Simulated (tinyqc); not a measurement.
From results back to parameters: propagation of a band-gap error through k.p and effective-mass formulas. Five cases, with inputs chosen for the exercise.

Problem. A calculation returned the electron mass below. With 1/me = 1 + Ep (E + 2 Dso/3)/(E (E + Dso)) and the given Ep and Dso, which gap E did it have, and by what factor is exp(-E/2kT) off against the gap Eg?

Constants: kB = 8.617333262e-05 eV/K.
Find: X = 1/me - 1; E; log10 of the factor.
Method. X E^2 + (X Dso - Ep) E - (2/3) Ep Dso = 0 has one positive root; the factor is exp((Eg - E)/2kT).

Case 1.

Values chosen (reference values near those of InSb, gap at low temperature; not measured data): Eg = 0.237 eV (gap at Gamma to the s-like level); Dso = 0.804 eV (spin-orbit splitting); Ep = 22.9 eV (Kane energy); T = 300 K (temperature).

me = 0.0284260 m0

Solution.

X = 1/me - 1 = 34.179
E = 0.536 eV
log10 of the factor = -2.51

Case 2.

Values chosen (reference values near those of GaAs, gap at low temperature; not measured data): Eg = 1.534 eV (gap at Gamma to the s-like level); Dso = 0.335 eV (spin-orbit splitting); Ep = 26.2 eV (Kane energy); T = 300 K (temperature).

me = 0.0264352 m0

Solution.

X = 1/me - 1 = 36.828
E = 0.629 eV
log10 of the factor = 7.60

Case 3.

Values chosen (reference values near those of GaSb, gap at low temperature; not measured data): Eg = 0.826 eV (gap at Gamma to the s-like level); Dso = 0.764 eV (spin-orbit splitting); Ep = 27 eV (Kane energy); T = 77 K (temperature).

me = 0.0399750 m0

Solution.

X = 1/me - 1 = 24.016
E = 0.958 eV
log10 of the factor = -4.32

Case 4.

Values chosen (reference values near those of ZnSe, gap at low temperature; not measured data): Eg = 2.832 eV (gap at Gamma to the s-like level); Dso = 0.404 eV (spin-orbit splitting); Ep = 24.7 eV (Kane energy); T = 300 K (temperature).

me = 0.1706880 m0

Solution.

X = 1/me - 1 = 4.859
E = 4.956 eV
log10 of the factor = -17.84

Case 5.

Values chosen (reference values near those of InP, gap at low temperature; not measured data): Eg = 1.407 eV (gap at Gamma to the s-like level); Dso = 0.109 eV (spin-orbit splitting); Ep = 21 eV (Kane energy); T = 77 K (temperature).

me = 0.0535502 m0

Solution.

X = 1/me - 1 = 17.674
E = 1.154 eV
log10 of the factor = 8.28

Computed by tinyqc, one run a case: `OMP_NUM_THREADS=1 python tinyqc.py N N+1 out.jsonl` with N = 1850302, 1850323, 1850355, 1850362, 1850367; one thread of a shared Intel(R) Xeon(R) Processor @ 2.30GHz, about 0.01 s a run at most.
